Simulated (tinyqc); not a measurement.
Bloch-Grueneisen resistivity of a metal: one step, computed by the program tinyqc.

Electrons scatter from a Debye spectrum of phonons (n = 5 for scattering within one band, n = 3 for scattering into a second, heavy band) and from static defects.

Task: Total resistivity and derived numbers. J_n(y) = int_0^y x^n e^x/(e^x - 1)^2 dx, by 96 Gauss-Legendre points (upper limit at most 60). rho_ph = (n - 1) rho_1 (T/Theta)^n J_n(Theta/T), with rho_1 = 2 pi lambda_tr k_B Theta/(hbar eps_0 w_p^2), the high-temperature line at T = Theta. Matthiessen's rule: rho = rho_0 + rho_ph. Temperature coefficient (1/rho) d rho/dT by a central difference of +/- 0.5 K; residual ratio rho(295 K)/rho(4.2 K); scattering time tau = 1/(eps_0 w_p^2 rho); Wiedemann-Franz kappa = L_0 T/rho, L_0 = (pi^2/3)(k_B/e)^2.

Inputs (values chosen for the exercise, modelled on silver):
```
quantity                      value         unit
exponent n                        5            -
Debye temperature Theta         225            K
transport coupling lambda_tr   0.12            -
Drude plasma energy hbar w_p    8.9           eV
residual resistivity rho_0    0.064  microohm cm
temperature T                   295            K
```

Addition: none.

Constants: k_B = 1.380649e-23 J/K; hbar = 1.054571817e-34 J s; eps_0 = 8.8541878128e-12 F/m; hbar = 6.582119569e-16 eV s; k_B = 8.617333262e-05 eV/K.

Give: resistivity rho; temperature coefficient; residual resistance ratio; scattering time; Wiedemann-Franz conductivity.

Result:

resistivity rho = 1.806 microohm cm

temperature coefficient = 3.479 1e-3/K

residual resistance ratio = 28.22

scattering time = 34.21 fs

Wiedemann-Franz conductivity = 399.1 W/(m K)

The coefficient is 1.03 times 1/T; it exceeds 1/T because the phonon part, extended linearly, meets zero above T = 0.
